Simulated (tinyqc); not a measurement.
Four-point probe, van der Pauw, Hall and spreading-resistance readings of a semiconductor layer: one step, computed by the program tinyqc.

The layer is uniform and ohmic; contacts are points unless a radius is given.

Question. Four-point voltage. Collinear probes with equal spacing on a layer with insulating backing: images at depth 2 m t give V = (rho I/(2 pi s)) G, G = 1 + 4 sum_(m>=1) [1/sqrt(1 + (2 m u)^2) - 1/sqrt(4 + (2 m u)^2)], u = t/s; the sum runs to m = 20000, with the tail 3/(32 u^3 M^2) added to the sum for M = 20000. Limits: thick, rho = 2 pi s V/I; thin on an insulator, rho = (pi/ln 2) t V/I.

Inputs (values chosen for the exercise, modelled on p-type silicon): layer thickness t = 49 micrometre; probe spacing s = 1 mm; current I = 0.05 mA.

Backing of the layer: insulating.

resistivity rho = 0.1230096 ohm cm

Give: t/s; G; voltage V; rho by the thick formula; rho by the thin formula.

Answer.

t/s = 0.049

G = 28.292

voltage V = 0.27694 mV

rho by the thick formula = 3.4802 ohm cm

rho by the thin formula = 0.12301 ohm cm

The thick formula is off by +2729.2 % and the thin one by 0.0 %.
